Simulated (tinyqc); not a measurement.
# Ellipsometry and reflectance of a transparent film on an absorbing substrate, step by step

Program tinyqc, `OMP_NUM_THREADS=1 python tinyqc.py 2870105 2870106 out.jsonl`; Intel Xeon 2.30GHz, shared host, one thread, about 0.01 s. Printed values are rounded.

Air (index 1), film, substrate with N2 = n2 - i k2; time factor exp(+i w t). q_j = sqrt(N_j^2 - sin^2 th), root with positive real part. Fresnel coefficients r_s = (q_a - q_b)/(q_a + q_b), r_p = (N_b^2 q_a - N_a^2 q_b)/(N_b^2 q_a + N_a^2 q_b). tan(Psi) exp(i Delta) = R_p/R_s, Delta taken from 0 to 360 degrees.

Parameters, values chosen for the exercise; indices close to those of titanium dioxide on silicon:
- lam = 546.1 nm (wavelength)
- th = 65 degrees (angle of incidence)
- n1 = 2.396 (index of the transparent film)
- d = 57 nm (film thickness)
- n2 = 4.086 (index of the substrate)
- k2 = 0.031 (extinction coefficient of the substrate)

## Interface coefficients and thickness period

q0, q1, q2 and the coefficients r01 and r12 for p and s; the results repeat in d with the period lam/(2 q1).

q0 = 0.422618
q1 = 2.21798
q2 = 3.98423-0.03179i
r01,p = 0.0448299
r01,s = -0.679907
r12,p = 0.236353-0.003396i
r12,s = -0.284796+0.003666i
period = 123.108 nm

## Psi, Delta and reflectances

beta = 2 pi d q1/lam, X = exp(-2 i beta), R = (r01 + r12 X)/(1 + r01 r12 X) for p and s.

beta = 1.45459 rad
X = -0.973112-0.230333i
R_p = -0.187774-0.052104i
R_s = -0.498222+0.050577i
Psi = 21.2624 degrees
Delta = 21.3051 degrees
|R_p|^2 = 0.0379739
|R_s|^2 = 0.250783

The bare substrate gives Psi = 19.00 and Delta = 179.41 degrees.
